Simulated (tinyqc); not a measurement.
Precursor delivery by bubblers, mass-transport growth and the solid composition of a III-V alloy: one step, computed by the program tinyqc.

1 sccm = 44.615 micromol/min; 1 torr = 133.322 Pa. The sources decompose fully at the surface.

Task: Partial pressures in the reactor. p_i = p n_i/(44615 F_t), F_t in slm; p_V = p F_V/(1000 F_t), counted per molecule supplied; V/III = 44.615 F_V/(n1 + n2); vapour fraction of source 2 = n2/(n1 + n2).

Inputs (values chosen for the exercise, modelled on trimethylgallium (source 1) and trimethylindium (source 2) for the vapour pressures):

| quantity | value | unit |
|---|---|---|
| bath temperature T1 | 277 | K |
| bath temperature T2 | 302 | K |
| total flow F_t | 7.2 | slm |
| group-V flow F_V | 120 | sccm |
| reactor pressure p | 76 | torr |

molar flow 1 = 53.06803 micromol/min

molar flow 2 = 53.06428 micromol/min

Give: p_1; p_2; p_V; V/III ratio; vapour fraction of source 2.

Result:

p_1 = 0.012555 torr

p_2 = 0.012555 torr

p_V = 1.2667 torr

V/III ratio = 50.445

vapour fraction of source 2 = 0.49998
